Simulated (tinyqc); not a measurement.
p-n heterojunction, non-linear Poisson equation by Newton steps, Boltzmann statistics: one step of the calculation.

One dimension, material 1 (p-type) at x < 0 and material 2 (n-type) at x > 0. Band edges: Ec = -psi in material 1 and -psi + dEc in material 2, Ev = Ec - Eg. Flat quasi-Fermi levels: 0 for holes, +V for electrons. n = Nc F((EFn - Ec)/Vt), p = Nv F((Ev - EFp)/Vt), with F(eta) = exp(eta) (Boltzmann statistics); full ionisation, no interface charge, classical densities; the doping types are chosen for the exercise.

Question. Densities, residual and Jacobian diagonal. n_i = Nc F(a_n), a_n = (V - Ec_i)/Vt; p_i = Nv F(a_p), a_p = (Ec_i - Eg)/Vt; rho_i = p_i - n_i + C_i with C = -N1 or +N2; g_i = (n_i + p_i)/Vt. Box widths w_i = (h_(i-1) + h_i)/2 in cm. Residual F_i = a_i (psi_(i+1) - psi_i) - a_(i-1) (psi_i - psi_(i-1)) + q rho_i w_i; Jacobian: a_(i-1) and a_i beside the diagonal, b_i = -a_(i-1) - a_i - q g_i w_i on it. The two end nodes are fixed.

Inputs (values chosen for the exercise); band and dielectric values those of a made-up pair: temperature T = 300 K; band gap of material 1 Eg1 = 0.799 eV; conduction-band density of states of material 1 Nc1 = 2.2e17 cm^-3; valence-band density of states of material 1 Nv1 = 6.79e18 cm^-3; band gap of material 2 Eg2 = 1.6 eV; conduction-band density of states of material 2 Nc2 = 5.63e17 cm^-3; valence-band density of states of material 2 Nv2 = 1.19e19 cm^-3; conduction-band offset Ec2 - Ec1 dEc = 0.16 eV; acceptor density of material 1 N1 = 7.5e17 cm^-3; donor density of material 2 N2 = 1.7e16 cm^-3; bias of side 1 against side 2 V = -1.6 V.

Constants: q = 1.602176634e-19 C, kB = 1.380649e-23 J/K, Vt = kB T/q. Results are converted to the units shown.

```
node  x (nm)  psi at the start (V)  material
0      -55.1            -0.7420446         1
1      -42.3            -0.7420446         1
2      -31.4            -0.7420446         1
3      -22.2            -0.7420446         1
4      -14.5            -0.7420446         1
5      -7.91            -0.7420446         1
6      -2.35            -0.7420446         1
7       2.35             1.6695163         2
8       14.6             1.6695163         2
9       46.7             1.6695163         2
10       130             1.6695163         2
11       349             1.6695163         2
12       919             1.6695163         2
```

coupling a_i, interval 0 to 11 (F/cm^2): 9.8226146e-7  1.1534813e-6  1.3666246e-6  1.6328502e-6  1.9078827e-6  2.2613213e-6  2.6173592e-6  9.8299554e-7  3.7513070e-7  1.4455817e-7  5.4984911e-8  2.1125781e-8
psi_L = -0.74204461 V
psi_R = 1.6695163 V

Find: n; p; residual F; diagonal b.

Answer.

```
node   n (cm^-3)   p (cm^-3)
0     9.9496e-23   7.5000e17
1     9.9496e-23   7.5000e17
2     9.9496e-23   7.5000e17
3     9.9496e-23   7.5000e17
4     9.9496e-23   7.5000e17
5     9.9496e-23   7.5000e17
6     9.9496e-23   7.5000e17
7      1.7000e16  6.8861e-34
8      1.7000e16  6.8861e-34
9      1.7000e16  6.8861e-34
10     1.7000e16  6.8861e-34
11     1.7000e16  6.8861e-34
12     1.7000e16  6.8861e-34
```

```
node  residual F (1e-6 C/cm^2)  diagonal b (F/cm^2)
1                       0.0000           -7.6438e-6
2                       0.0000           -7.1915e-6
3                       0.0000           -6.9271e-6
4                       0.0000           -6.8618e-6
5                       0.0000           -6.9929e-6
6                       6.3119           -7.2632e-6
7                      -6.3119           -3.6896e-6
8                       0.0000           -1.5918e-6
9                       0.0000           -1.1276e-6
10                      0.0000           -1.7920e-6
11                      0.0000           -4.2325e-6
```

Program tinyqc, `OMP_NUM_THREADS=1 python tinyqc.py 2040060 2040061 out.jsonl`; Intel Xeon 2.30GHz, shared host, one thread, about 0.05 s.
